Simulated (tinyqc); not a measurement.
Plane-wave Kohn-Sham cycle with exchange-only LDA in a layered model solid, step by step. One step of it, computed by the program tinyqc.

Task: Iteration 2: potential. V_H(G) = 4 pi rho(G)/G^2 for G != 0 (uniform background); v_x = -(3 rho/pi)^(1/3); V = V_ext + V_H + v_x; Fourier components f(G_m) = (1/N) sum_j f(x_j) exp(-i G_m x_j).

A solid whose potential varies along x alone (atomic units):
```
parameter                      value
period a                    6.500000
cross-section of the cell  30.000000
electrons per cell                 4
grid points                       16
plane waves -n..n, n               3
k points                           3
V1 in V1 cos(2 pi x/a)     -0.800000
```

density after iteration 1 (e/bohr^3): 0.03290875  0.03488929  0.03643356  0.03163474  0.02179622  0.01232250  0.00619166  0.00320475  0.00235092  0.00320475  0.00619166  0.01232250  0.02179622  0.03163474  0.03643356  0.03488929

Give: Potentials on the grid; V(G_m), m = 0, 1, 2, ....

Result:

Potentials on the grid (hartree):
```
x         V_ext      V_H      v_x        V
0.0000  -0.8000   0.2344  -0.3156  -0.8812
0.4062  -0.7391   0.2212  -0.3218  -0.8397
0.8125  -0.5657   0.1782  -0.3265  -0.7140
1.2188  -0.3061   0.1033  -0.3114  -0.5143
1.6250        0   0.0063  -0.2751  -0.2688
2.0312   0.3061  -0.0934  -0.2275  -0.0147
2.4375   0.5657  -0.1768  -0.1808   0.2080
2.8438   0.7391  -0.2310  -0.1452   0.3629
3.2500   0.8000  -0.2497  -0.1309   0.4193
3.6562   0.7391  -0.2310  -0.1452   0.3629
4.0625   0.5657  -0.1768  -0.1808   0.2080
4.4688   0.3061  -0.0934  -0.2275  -0.0147
4.8750        0   0.0063  -0.2751  -0.2688
5.2812  -0.3061   0.1033  -0.3114  -0.5143
5.6875  -0.5657   0.1782  -0.3265  -0.7140
6.0938  -0.7391   0.2212  -0.3218  -0.8397
```

V(G_m), m = 0, 1, 2, ... (hartree): -0.2514  -0.3256  0.0093  0.0004  0.0008  0.0001  0.0001
